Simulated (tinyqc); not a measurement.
Surface photovoltage measurement of the minority-carrier diffusion length in a wafer: one step, computed by the program tinyqc. Command: `OMP_NUM_THREADS=1 python tinyqc.py 3130328 3130329 out.jsonl spv walk`. One thread of a shared host (Intel(R) Xeon(R) Processor @ 2.30GHz), about 0.01 s of CPU time with the checks.

Low injection, steady light, a depletion layer much thinner than 1/alpha and L. The excess density dn is taken at the front edge of the neutral region; light that reaches the back is lost.

Problem. One wavelength. alpha = (84.732/lambda - 76.417)^2 per cm with lambda in micrometre (an empirical fit for silicon between 0.7 and 1.05 micrometre). Thick wafer: dn = Phi L/((S_f + D/L)(L + 1/alpha)). Finite wafer, with s = S_b L/D, w = W/L, a = alpha L: dn = [Phi a/(a^2 - 1)] [a - B - exp(-alpha W)(a - s)/(cosh w + s sinh w)]/(S_f + B D/L), B = (sinh w + s cosh w)/(cosh w + s sinh w). Photovoltage V = (k_B T/e) ln(1 + dn/n_0). Lifetime = L^2/D.

Inputs (values chosen for the exercise, modelled on p-type silicon at room temperature):

| quantity | value | unit |
|---|---|---|
| diffusion length L | 27 | micrometre |
| wafer thickness W | 625 | micrometre |
| diffusivity D | 25.6 | cm^2/s |
| front recombination velocity S_f | 33000 | cm/s |
| back recombination velocity S_b | 65000 | cm/s |
| photon flux entering | 3.1e+13 | 1/(cm^2 s) |
| minority density at the surface barrier scale n_0 | 3e+09 | 1/cm^3 |
| temperature T | 298 | K |
| wavelength | 813 | nm |

Constants: k_B = 8.617333262e-05 eV/K.

Give: alpha; penetration depth 1/alpha; dn, thick wafer; B; dn, finite wafer; photovoltage V; lifetime.

Solution.

alpha = 773.1 1/cm

penetration depth 1/alpha = 12.94 micrometre

dn, thick wafer = 4.934e+08 1/cm^3

B = 1

dn, finite wafer = 4.934e+08 1/cm^3

photovoltage V = 3.910 mV

lifetime = 0.2848 microsecond

Caution: dn is not small against n_0, so V is not linear in the flux; the constant-flux reading then needs dn, not V.
